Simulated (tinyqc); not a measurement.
Classical Heisenberg spin chain: exact results, Metropolis, heat-bath and over-relaxation steps, and a Monte Carlo run: one step, computed by the program tinyqc.

E = -J sum_i s_i . s_(i+1) for unit vectors s_i on an open chain; K = J/(k_B T).

Question. Four single-spin steps. The given spins are first normalised. Spins 2 and 3 are updated in turn, with h = K (sum of the two neighbours). Heat bath: cos(theta) = 1 + ln(1 - r1 (1 - exp(-2 |h|)))/|h| about n = h/|h|, azimuth 2 pi r2 = phi in the frame a = n x z/|n x z|, b = n x a: s = n cos(theta) + sin(theta)(a cos(phi) + b sin(phi)); r1, r2 are the first two numbers of the row.

Inputs (values chosen for the exercise, for a model chain of large moments): temperature T = 123 K.

Update: heat bath.

four neighbouring spins (rows; components x, y, z):
```
,1,2,3
1,-0.0007,0.7808,-0.6247
2,0.2328,0.5371,-0.8108
3,0.3514,0.1026,0.9306
4,-0.2928,-0.8744,0.3870
```

random numbers, one row a step:
```
,1,2,3
1,0.8162,0.1756,0.3228
2,0.9617,0.3762,0.4979
3,0.9762,0.5037,0.7635
4,0.9936,0.4461,0.7360
```

K = 1.037802

Give: the table «Steps» with the columns |h|, h . s before, h . s after, move, x, y, z.

Answer.

Steps:
```
spin,|h|,h . s before,h . s after,move,x,y,z
2,1.0362,0.3198,-0.2136,heat bath,0.43615,-0.09641,-0.89470
3,1.1466,-0.5414,-0.8531,heat bath,0.34289,0.93641,-0.07456
2,1.9568,0.6324,-1.1830,heat bath,-0.88937,-0.38825,0.24141
3,1.9098,-1.6963,-1.6588,heat bath,0.86075,0.23539,-0.45134
```
